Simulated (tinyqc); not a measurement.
## Thermal resistances of a two-die stack

Inverse problem. Heat leaves through the lower die only, and the system is linear. Find the resistance R1 from the lower die to the coolant, R2 between the dies, and the rise of the upper die when both are powered.

Parameters, values chosen for the exercise: power of the lower die P1 = 36 W; power of the upper die P2 = 8.2 W.

rises of the lower and upper die with only the lower one powered (K): [30.96, 30.96]
rises of the lower and upper die with only the upper one powered (K): [7.052, 8.856]

Answer. With only the lower die powered no heat crosses R2, so both dies rise by P1 R1; the difference in the second test is P2 R2; rises add.

R1 = 0.860 K/W
R2 = 0.220 K/W
rise of the upper die = 39.8 K

tinyqc, about 0.03 s, one thread, Intel Xeon 2.30GHz (shared host): `OMP_NUM_THREADS=1 python tinyqc.py 2162090 2162091 out.jsonl`
